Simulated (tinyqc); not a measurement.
# A finite superlattice with mass mismatch, transfer matrices: effects of single changes

One electron of energy E comes from the left lead (band edge 0); no transverse momentum. Parabolic bands, masses in units of m0, C = hbar^2/(2 m0); psi and psi'/m are continuous at every interface. N periods of a barrier d1 followed by a well Lw; the right lead equals the left one.

Inputs (values chosen for the exercise); masses and offsets of a made-up heterostructure: mass in the left lead mL = 0.31 m0; barrier height U1 = 4 eV; barrier mass m1 = 0.44 m0; barrier width d1 = 0.3 nm; well width (edge 0, mass mL) Lw = 0.9 nm; number of periods N = 3.

Constants: q = 1.602176634e-19 C, hbar = 1.054571817e-34 J s, m0 = 9.1093837015e-31 kg, hbar^2/(2 m0) = 0.0380998212 eV nm^2. Results are converted to the units shown.

Each table varies one quantity; the others keep the values above.

## Transmission against energy

For the pair (psi, psi'/m) a flat layer has M = [[cos kd, (m/k) sin kd], [-(k/m) sin kd, cos kd]] with k = sqrt(m (E - U)/C) above its edge U, and M = [[cosh Kd, (m/K) sinh Kd], [(K/m) sinh Kd, cosh Kd]] with K = sqrt(m (U - E)/C) below it. The matrices are multiplied with later layers to the left. With M acting on (psi, psi'/m) and v = k/m in each lead, T(E) = 4 vL vR/[(vL vR M12 - M21)^2 + (vR M11 + vL M22)^2]. The last column is exp(-2 sum K d) over the layers with U > E.

Results:
```
E (eV)	T(E)	exp(-2 sum K d)
0.32	4.208e-6	8.013e-6
1.571	2.889e-4	7.239e-5
2.196	0.007206	2.703e-4
2.822	0.3213	0.001308
3.447	0.02589	0.01058
4.073	0.009971	1.000
4.698	0.02345	1.000
5.324	0.3013	1.000
5.949	0.6739	1.000
6.575	0.9605	1.000
7.2	0.4383	1.000
```

Estimate the missing row, E = 0.945 eV.

Computed row:
```
E (eV)	T(E)	exp(-2 sum K d)
0.945	9.031e-4	2.273e-5
```

With this row back in the table: T(E) runs from 4.21e-6 at 0.32 eV to 0.438 at 7.2 eV; among the rows its largest value is 0.961 at 6.575 eV. Below the barriers it exceeds exp(-2 sum K d) by up to a factor of 246 (at 2.822 eV), which marks a resonance or miniband close to that energy. In every row a layer is thinner than 0.8 nm, a few atomic planes, where an effective mass is a rough description.

## Lowest miniband against d1

With x(E) = (M11 + M22)/2 of one period, the lowest miniband of the infinite superlattice runs from x = 1 to x = -1, and the mass at its bottom is -2 C (dx/dE)/(d1 + Lw)^2.

Lowest miniband against d1:
```
d1 (nm)	bottom (eV)	top (eV)	width (meV)	mass at the bottom (m0)
0.1	0.3223	1.130	807.5	0.3449
0.2	0.4919	0.9255	433.6	0.4270
0.3	0.5841	0.8172	233.1	0.5761
0.4	0.6347	0.7601	125.4	0.8298
0.5	0.6625	0.7300	67.57	1.253
0.6	0.6776	0.7140	36.42	1.954
```

The width falls from 808 to 36.4 meV, the bottom rises from 0.322 to 0.678 eV, and the mass at the bottom rises from 0.345 to 1.95 m0 (well mass 0.31). Thicker barriers weaken the coupling between wells, which narrows the band and makes it heavier. In every row a layer is thinner than 0.8 nm, a few atomic planes, where an effective mass is a rough description.

Range of the model: Masses are held fixed, although real bands cease to be parabolic a few tenths of an eV from their edges (inside a barrier too).

Computed by the program tinyqc: `OMP_NUM_THREADS=1 python tinyqc.py 2560101 2560102 out.jsonl`, one thread of a shared Intel Xeon 2.30GHz, about 0.01 s for the whole run.
